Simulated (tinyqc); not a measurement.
# Capacitance measurement on a leaky thin oxide: effects of series resistance and leakage, step by step

Program tinyqc, `OMP_NUM_THREADS=1 python tinyqc.py 2022117 2022118 out.jsonl`; Intel Xeon 2.30GHz, shared host, one thread, about 0.01 s. Printed values are rounded.

The device is a capacitance C in parallel with a leakage conductance G, in series with Rs and Ls. An impedance meter reports either a parallel pair (Cp, Gp) from Y = 1/Z = Gp + i w Cp or a series pair (Cs, Rm) from Z = Rm + 1/(i w Cs); w = 2 pi f, dissipation D = Gp/(w |Cp|).

Values chosen for this exercise; values of the order met in thin-oxide MOS capacitors:
```
symbol   value    unit                                                                 meaning
eox        3.9          relative permittivity of the gate insulator (close to silicon dioxide)
tox        2.9      nm                                                     insulator thickness
A        10000    um^2                                                               gate area
zc        0.36      nm              oxide-equivalent thickness added by the accumulation layer
zp           0      nm                      oxide-equivalent thickness added by gate depletion
Jg      0.0085  A/cm^2              gate leakage current density, not matched to the thickness
Vs        0.43       V                               voltage for an e-fold rise of the leakage
Rs         150     ohm                                                       series resistance
Ls           0      nH                                                       series inductance
f          1e5      Hz                                                     measuring frequency
```

Constants: eps0 = 8.8541878128e-14 F/cm where lengths are in cm. Results are converted to the units shown.

## True capacitance and conductance

EOT = 3.9 tox/eox; CET = EOT + zc + zp; C = 3.9 eps0 A/CET; G = Jg A/Vs.

EOT = 2.9 nm
CET = 3.26 nm
C = 105.924 pF
G = 1.97674 uS

## What the meter reports

Z = Rs + i w Ls + 1/(G + i w C).

Z = (0.05959-1.50121i) x 1e4 ohm
Cp = 105.851 pF
Gp = 2.63992 uS
Cs = 106.018 pF
D = 0.0396932

Cp is 0.069 % below C and Cs is 0.088 % above it; G Rs = 2.97e-4, w C Rs = 0.00998 and G/(w C) = 0.0297.
